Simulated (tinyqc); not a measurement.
Worked calculation: Hueckel theory of the pi electrons with the omega technique, for the molecule C=CC=CC(=C)N (SMILES; centres numbered as the heavy atoms are written). Computed by tinyqc, a small Python program that keeps every step. Settings: charge = 0, omega = 1.4, damping = 0. Command: `OMP_NUM_THREADS=1 python tinyqc.py 25457 25458 out.jsonl` (the two numbers bound the seeds that draw the settings). One thread of a shared host (Intel(R) Xeon(R) Processor @ 2.60GHz), about 0.01 s of CPU time with the checks.

Centres:
```
centre  z_r, pi electrons of the neutral centre        h
1C                                            1  0.00000
2C                                            1  0.00000
3C                                            1  0.00000
4C                                            1  0.00000
5C                                            1  0.00000
6C                                            1  0.00000
7N                                            2  1.50000
```

Bonds:
```
i  j        k
1  2        1
2  3        1
3  4        1
4  5        1
5  6        1
5  7  0.80000
```

Each round sets h_r = h_r(0) + omega (z_r - P_rr), keeping the share named as damping of the old diagonal; repeat until output and input diagonals agree to 1e-6.

Rounds:
```
round   sum n x  largest |h(out) - h(in)|
1      10.21872                  1.80e-01
2      10.31735                  2.30e-01
3      10.32075                  3.33e-01
4      10.34944                  5.13e-01
5      10.44119                  7.77e-01
6      10.64154                  1.15e+00
7      11.02779                  1.49e+00
8      11.44156                  1.76e+00
9      11.83469                  1.91e+00
10     12.03260                  2.00e+00
11     12.21502                  2.04e+00
12     12.23944                  2.07e+00
13     12.32903                  2.09e+00
14     12.29578                  2.09e+00
15     12.35878                  2.10e+00
16     12.31010                  2.10e+00
17     12.36627                  2.10e+00
18     12.31368                  2.10e+00
19     12.36814                  2.10e+00
20     12.31457                  2.10e+00
21     12.36861                  2.10e+00
22     12.31480                  2.10e+00
23     12.36872                  2.10e+00
24     12.31485                  2.10e+00
25     12.36875                  2.10e+00
26     12.31487                  2.10e+00
27     12.36876                  2.10e+00
28     12.31487                  2.10e+00
29     12.36876                  2.10e+00
30     12.31487                  2.10e+00
31     12.36876                  2.10e+00
32     12.31487                  2.10e+00
33     12.36876                  2.10e+00
34     12.31487                  2.10e+00
35     12.36876                  2.10e+00
36     12.31487                  2.10e+00
37     12.36876                  2.10e+00
38     12.31487                  2.10e+00
39     12.36876                  2.10e+00
40     12.31487                  2.10e+00
```

Can the last value be used, and what does the course show?

Not by the stop rule. Not converged within 40 rounds: the residual has stopped falling: the iteration swings between two states. Reruns: damping 0.5: converged in 16; damping 0.8: not converged.
